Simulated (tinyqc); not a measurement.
Worked calculation: single-band model of a thermoelectric material. Computed by tinyqc, a small Python program that keeps every step. Command: `OMP_NUM_THREADS=1 python tinyqc.py 3021526 3021527 out.jsonl thermo walk`. One thread of a shared host (Intel(R) Xeon(R) Processor @ 2.30GHz), about 0.01 s of CPU time with the checks. Intermediate numbers are printed to about 5 digits and carried at full precision; extremes and crossings named in words are read from the listed rows.

One spherical band, one scattering law, no minority carriers and no phonon drag. In a real material minority carriers limit |S| to about E_g/(2 e T), so larger values are formal. eta = E_F/(k_B T) is counted from the band edge; f = 1/(1 + exp(x - eta)).

Inputs (values chosen for the exercise, modelled on n-type PbSe):
```
quantity                                value        unit
density-of-states mass m                 0.25         m_0
non-parabolicity alpha                    2.5        1/eV
mobility parameter mu_300                1400  cm^2/(V s)
temperature exponent p                    1.5           -
lattice thermal conductivity kappa_L      1.2     W/(m K)
carrier density n                     3.1e+18      1/cm^3
temperature T                             810           K
```

Band: Kane. Scattering: acoustic phonons, r = -0.5.

Constants: m_0 = 9.1093837015e-31 kg; k_B = 1.380649e-23 J/K; hbar = 1.054571817e-34 J s; k_B = 8.617333262e-05 eV/K; e = 1.602176634e-19 C.

## Fermi level

With x = E/(k_B T), a = alpha k_B T (0 for a parabolic band), G = x (1 + a x), D = 1 + 2 a x and <y> = int y f (1 - f) dx, f = 1/(1 + exp(x - eta)): tau = tau_0 G^r/D; transport function s = G^(3/2 + r)/D^2; n = N_0 <G^(3/2)> with N_0 = (2 m k_B T)^(3/2)/(3 pi^2 hbar^3). Integrals over x = E/(k_B T) use 160 Gauss-Legendre points in u = sqrt(x) from 0 to sqrt(max(eta, 0) + 32). Solve for eta.

N_0 = 1.0469e+19 1/cm^3

reduced Fermi level eta = -2.0235

## Transport integrals

The formulas are those given above.

<s> = 0.064337

<x s> = 0.10445

<x^2 s> = 0.25952

<G^(3/2)> = 0.29612

<G^(3/2 + 2r)/D^4> = 0.033889

## Coefficients

sigma = e mu_0 N_0 <s> with mu_0 = e tau_0/m = mu_300 (T/300 K)^(-p); |S| = (k_B/e)(<x s>/<s> - eta); Lorenz number L = (k_B/e)^2 (<x^2 s>/<s> - (<x s>/<s>)^2); kappa_e = L sigma T; zT = S^2 sigma T/(kappa_L + kappa_e). Hall factor r_H = <G^(3/2)> <G^(3/2 + 2r)/D^4>/<s>^2; drift mobility sigma/(n e) with n = N_0 <G^(3/2)>; power factor S^2 sigma.

conductivity sigma = 34.052 S/cm

Seebeck coefficient |S| = 314.27 microvolt/K

Lorenz number L = 1.0381 1e-8 V^2/K^2

drift mobility = 68.561 cm^2/(V s)

Hall factor r_H = 2.4244

power factor = 3.3633 microwatt/(cm K^2)

kappa_e = 0.028632 W/(m K)

zT = 0.22173

L is 42 % of the degenerate value pi^2/3 (k_B/e)^2 = 2.443. The charge carriers transport 2 % of the heat.

## Best doping

Quality factor B = (k_B/e)^2 e mu_0 N_0 T/kappa_L; zT and the power factor are maximised over eta between -8 and 30.

quality factor B = 0.26530

eta of the largest zT = -0.59234

density of the largest zT = 1.1811e+19 1/cm^3

largest zT = 0.29902

|S| at the largest zT = 204.43 microvolt/K

eta of the largest power factor = -0.37273

density of the largest power factor = 1.4331e+19 1/cm^3

largest power factor = 4.8482 microwatt/(cm K^2)

The sample is underdoped by a factor 3.81 and reaches 74 % of the best zT. zT peaks at a density 1.21 times lower than the power factor, because kappa_e grows with n.

## Against the Fermi level

The formulas are those given above.

The same material at other dopings:
```
eta  n (1/cm^3)  |S| (microvolt/K)  sigma (S/cm)  power factor (microwatt/(cm K^2))          zT
-4   4.4240e+17             480.31          5.06                         1.1662e+00  7.8449e-02
-3   1.1925e+18             395.36         13.47                         2.1060e+00  1.4085e-01
-2   3.1711e+18             312.37         34.80                         3.3952e+00  2.2372e-01
-1   8.1649e+18             234.02         83.54                         4.5750e+00  2.9105e-01
0    1.9703e+19             164.94        174.41                         4.7446e+00  2.8140e-01
1    4.3012e+19             109.93        299.30                         3.6171e+00  1.9250e-01
2    8.3739e+19              70.53        423.94                         2.1086e+00  9.8902e-02
4    2.3733e+20              27.93        590.25                         4.6042e-01  1.7485e-02
6    5.1751e+20              11.57        665.28                         8.9003e-02  3.0078e-03
10   1.6025e+21               2.88        717.98                         5.9377e-03  1.8523e-04
```

|S| falls and sigma rises with eta, so their product S^2 sigma peaks: among these rows at eta = 0, and zT at eta = -1, where |S| = 234 microvolt/K. zT stays above 90 % of its best row from n = 8.2e18 to 2.0e19 per cm^3.

Checks made by the program: n recomputed from eta (relative difference below 1e-10).
